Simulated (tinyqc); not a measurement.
Electron-beam lithography: double-Gaussian proximity function, edge placement and dose correction for parallel lines: one step, computed by the program tinyqc. Command: `OMP_NUM_THREADS=1 python tinyqc.py 3113457 3113458 out.jsonl proximity walk`. One thread of a shared host (Intel(R) Xeon(R) Processor @ 2.30GHz), about 0.01 s of CPU time with the checks.

Lines are infinitely long. Absorbed energy is counted so that the middle of a very large area written at dose 1 receives 1; the resist develops where it exceeds 1/2.

Task: Interaction matrix. f(r) = [exp(-r^2/alpha^2)/alpha^2 + eta exp(-r^2/beta^2)/beta^2]/(pi (1 + eta)). A line from a to b at dose d gives E(x) = d [S(alpha) + eta S(beta)]/(1 + eta), S(s) = [erf((b - x)/s) - erf((a - x)/s)]/2. M_ij is the mean of E at the two edges of line i from line j at dose 1.

Inputs (values chosen for the exercise, of the order of those for 50 keV electrons in resist on silicon): forward range alpha = 0.0086 micrometre; backscatter range beta = 9.1 micrometre; backscatter ratio eta = 0.63.

Lines (micrometre):
```
line  left edge  right edge  centre
1         0.000       1.300  0.6500
2         2.070       2.141  2.1055
3         2.631       5.031  3.8310
4         5.104       5.162  5.1330
5         5.332       5.375  5.3535
```

Give: M.

Result:

M:
```
        1       2       3       4       5
1  0.3377  0.0017  0.0505  0.0011  0.0008
2  0.0303  0.3084  0.0552  0.0012  0.0009
3  0.0272  0.0016  0.3630  0.0013  0.0010
4  0.0244  0.0015  0.0560  0.3081  0.0010
5  0.0238  0.0015  0.0556  0.0014  0.3078
```
